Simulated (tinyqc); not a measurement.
# Voltage drop against the factor on the load at the hot node

A grid of 13 by 13 nodes with segments Rx (rows) and Ry (columns); every node draws I1 and the central node kh I1; pads with resistance Rp sit at the nodes whose row and column are multiples of the pitch, counting from 0. The drops u = Vdd - V follow from G u = i, with G the conductance matrix and i the load currents, solved directly. Here the pitch is 4.

Parameters, values chosen for the exercise:
- Vdd = 0.9 V (supply voltage)
- Rx = 0.31 ohm (resistance of a horizontal segment)
- Ry = 0.59 ohm (resistance of a vertical segment)
- Rp = 0.082 ohm (resistance from a pad node to the supply)
- I1 = 0.055 mA (load current of a node in the large grid)

Voltage drop against the factor on the load at the hot node:
```
kh,pads,worst drop (mV),mean drop (mV),largest drop at a pad (mV),largest pad current (mA),worst drop over Vdd (%)
1,16,0.1840,0.1370,0.06404,0.7809,0.02044
2,16,0.1955,0.1381,0.06474,0.7895,0.02172
5,16,0.2300,0.1414,0.06685,0.8153,0.02555
10,16,0.2874,0.1468,0.07037,0.8582,0.03194
20,16,0.4024,0.1577,0.07741,0.9440,0.04471
50,16,0.7473,0.1904,0.09852,1.202,0.08304
100,16,1.322,0.2448,0.1337,1.631,0.1469
```

The worst drop rises from 0.184 to 1.32 mV and the mean drop rises from 0.137 to 0.245 mV. The drops are linear in the loads, so the mean grows by 0.00109 mV for each unit of kh in every row.

Computed by the program tinyqc: `OMP_NUM_THREADS=1 python tinyqc.py 2770205 2770206 out.jsonl`, one thread of a shared Intel Xeon 2.30GHz, about 0.07 s for the whole run.
